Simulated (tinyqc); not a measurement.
# Scale length and length offset from two DIBL values

Question. DIBL = exp(-Le/(2 l)) + 2 exp(-Le/l) with Le = L - dL. Find l, dL and the drawn length for a DIBL of 100 mV/V.

DIBL at drawn lengths 91 and 150 nm (mV/V): [78.128966, 11.104880]

Answer. With e = exp(-Le/(2 l)), 2 e^2 + e = DIBL gives e and so Le/l at each length; Le/l is a straight line in L with slope 1/l.

l = 16.0 nm
dL = 5.30 nm
length for 100 mV/V = 84.0 nm

tinyqc, about 0.01 s, one thread, Intel Xeon 2.30GHz (shared host): `OMP_NUM_THREADS=1 python tinyqc.py 2002087 2002088 out.jsonl`
